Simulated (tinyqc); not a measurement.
What moves the results: Shockley-Read-Hall recombination through one deep level. A value that a table varies takes the place of the one given here.

One level at Et with degeneracy 1: tn = 1/(sn vth Nt), tp = 1/(sp_ vth Nt), n1 = Nc exp((Et - Eg)/kT), p1 = Nv exp(-Et/kT), ni^2 = n1 p1. Equilibrium n0 = Nm, p0 = ni^2/Nm; n = n0 + dn, p = p0 + dn. U = (n p - ni^2)/(tp (n + n1) + tn (p + p1)), lifetime dn/U; emission rates en = sn vth n1, ep = sp_ vth p1.

Constants: kB = 8.617333262e-05 eV/K.

Parameters, chosen for this exercise (gap and densities of states near those of Si at this temperature; the results hold for these values, not for the real material): E1 = 0.392 eV (level (0/-1) above Ev); E2 = 0.729 eV (level (-1/-2) above Ev); gm = 1 (degeneracy of the middle state, the others 1); T = 300 K; Eg = 1.137 eV (gap); Nc = 2.55e+19 1/cm^3 (conduction-band density of states); Nv = 1.12e+19 1/cm^3 (valence-band density of states); Nd = 4.6e+16 1/cm^3 (ionised shallow donors minus acceptors); Et = 0.392 eV (recombination level above Ev); Nt = 2.1e+16 1/cm^3 (defects); sn = 3e-15 cm^2 (electron capture cross-section); sp_ = 1.5e-15 cm^2 (hole capture cross-section); vth = 20000000 cm/s (thermal velocity, both carriers); Nm = 2.1e+17 1/cm^3 (equilibrium electrons for the lifetime steps); dn = 1.9e+12 1/cm^3 (excess pairs).

## Charge state against the Fermi level (deep level with several charge states)

Energies from Ev. The defect has charge states 0, -1, -2 with weights 1, gm exp((EF - E1)/kT), exp((2 EF - E1 - E2)/kT); the shares are the weights over their sum. Boltzmann carriers: n = Nc exp((EF - Eg)/kT), p = Nv exp(-EF/kT). Neutrality: p - n + Nd + Nt <q> = 0.

Shares:
```
EF (eV),0,-1,-2,<q>
0.068,1.000,0.000,0.000,0.000
0.159,1.000,0.000,0.000,0.000
0.250,0.996,0.004,0.000,-0.004
0.341,0.878,0.122,0.000,-0.122
0.432,0.175,0.825,0.000,-0.825
0.523,0.006,0.993,0.000,-0.994
0.614,0.000,0.988,0.012,-1.011
0.705,0.000,0.717,0.283,-1.283
0.796,0.000,0.070,0.930,-1.930
0.887,0.000,0.002,0.998,-1.998
0.978,0.000,0.000,1.000,-2.000
1.069,0.000,0.000,1.000,-2.000
```

Where the levels are several kT apart the middle state rules between about E1 - kT ln gm = 0.392 and E2 + kT ln gm = 0.729 eV; its largest share listed is 0.993. Each step spreads from 10 % to 90 % over 4.4 kT = 0.114 eV.

## Defects against doping (deep level with several charge states)

Nt takes the listed multiples of |Nd|; the resistivity uses mobilities of 1000 (electrons) and 300 (holes) cm^2/(V s), chosen for the exercise, and e = 1.602176634e-19 C.

Neutral state:
```
Nt/|Nd|,EF (eV),n (1/cm^3),p (1/cm^3),rho (ohm cm)
0.01,0.9732,4.51e+16,502,0.138
0.10,0.9679,3.68e+16,615,0.170
0.30,0.9500,1.84e+16,1.23e+03,0.339
0.60,0.7469,7.13e+12,3.18e+06,876
0.90,0.6752,4.46e+11,5.08e+07,1.40e+04
1.10,0.4515,7.78e+07,2.91e+11,7.14e+04
1.50,0.4099,1.56e+07,1.45e+12,1.43e+04
3.00,0.3741,3.89e+06,5.82e+12,3.58e+03
10.00,0.3352,8.65e+05,2.62e+13,795
```

EF goes from 0.973 to 0.335 eV and the resistivity from 0.138 to 795 ohm cm, with a largest value of 7.14e+04. The largest move of EF, -0.224 eV, comes between Nt/|Nd| = 0.9 and 1.1; the levels lie at 0.392 and 0.729 eV. A defect can take up to two electrons, so EF leaves the neighbourhood of the band edge near Nt = Nd/2 and drops from the upper towards the lower level near Nt = Nd. The type changes along the table.

## Lifetime against injection

Recombination:
```
dn (1/cm^3),lifetime (microsecond),U (1/(cm^3 s))
1.0e+11,0.001587,6.30e+19
1.0e+12,0.001587,6.30e+20
1.0e+13,0.001587,6.30e+21
1.0e+14,0.001588,6.30e+22
1.0e+15,0.001591,6.29e+23
1.0e+16,0.001623,6.16e+24
1.0e+17,0.001843,5.42e+25
1.0e+18,0.002243,4.46e+26
```

The lifetime rises from 0.001587 to 0.002243 microsecond; tn + tp = 0.002381. At low injection it is tp (1 + n1/n0) + tn p1/n0 with n1/Nm = 3.7e-11 and p1/Nm = 1.4e-05: re-emission is negligible, so minority capture alone counts. Auger and radiative paths are left out; they cut in at the highest injections, and in a doped direct-gap crystal the radiative one counts at all injections. dn = dp neglects trapped charge, which matters where the traps hold a charge comparable with dn, at low injection and with very unequal cross sections.

## Where a level does most harm

Et takes the values listed; G = Nt en ep/(en + ep) in a depleted region; the lifetime is for dn = 1e11 1/cm^3.

Results:
```
Et (eV),lifetime (microsecond),G (1/(cm^3 s))
0.068,0.00464,3.54e+10
0.159,0.00168,1.19e+12
0.250,0.00159,4.04e+13
0.341,0.00159,1.36e+15
0.432,0.00159,4.61e+16
0.523,0.00159,1.37e+18
0.614,0.00159,3.40e+17
0.705,0.00159,1.01e+16
0.796,0.00159,2.99e+14
0.887,0.00160,8.86e+12
0.978,0.00200,2.62e+11
1.069,0.0155,7.77e+09
```

Generation peaks where en = ep, at Eg/2 + (kT/2) ln(sp_ Nv/(sn Nc)) = 0.549 eV; the largest value listed is at 0.523 eV, and G falls by a decade for each 0.060 eV away from the peak. The lifetime is within a factor 2 of its minimum, 0.00159 microsecond, from 0.159 to 0.978 eV: recombination tolerates a wide range of Et, generation a narrow one.

## What moves lifetime and leakage

G = Nt en ep/(en + ep). Each row changes one parameter from the base and keeps the others.

Results:
```
case,lifetime (microsecond),G (1/(cm^3 s))
base,0.001587,9.81e+15
Et = 0.432 eV,0.001587,4.61e+16
sn = 6e-15 cm^2,0.001587,1.96e+16
sp_ = 3e-15 cm^2,0.0007937,9.81e+15
Nt = 1.05e+16 1/cm^3,0.003175,4.90e+15
Nm = 6.3e+17 1/cm^3,0.001587,9.81e+15
dn = 5.7e+12 1/cm^3,0.001587,9.81e+15
```

The largest shifts from the base row, up to three for each result and ties (the steps differ in size, so this ranks the rows, not the parameters). lifetime (microsecond): Nt +0.00159, sp_ -0.000794; unchanged at the printed digits by Et, sn, Nm and dn. G (1/(cm^3 s)): Et +3.63e+16, sn +9.81e+15, Nt -4.90e+15; unchanged at the printed digits by sp_, Nm and dn.

tinyqc: `OMP_NUM_THREADS=1 python tinyqc.py 1681160 1681161 out.jsonl`; about 0.01 s, one thread, shared Intel(R) Xeon(R) Processor @ 2.30GHz.
